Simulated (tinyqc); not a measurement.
## Gap difference from the gain at two temperatures

Problem. When back injection limits the gain, beta = b exp(-dE/(kB T)) with dE the gap reduction of the emitter less that of the base and b constant. Find dE and beta at 300 K.

Constants: q = 1.602176634e-19 C, kB = 1.380649e-23 J/K. Results are converted to the units shown.

T (K): [250, 425]
beta: [178.89039, 585.10970]

Answer. ln beta is a straight line in 1/T with slope -dE/kB.

dE = 0.0620 eV
beta at 300 K = 289

Numbers from tinyqc (`OMP_NUM_THREADS=1 python tinyqc.py 2320108 2320109 out.jsonl`; about 0.01 s on one thread of a shared Intel Xeon 2.30GHz).
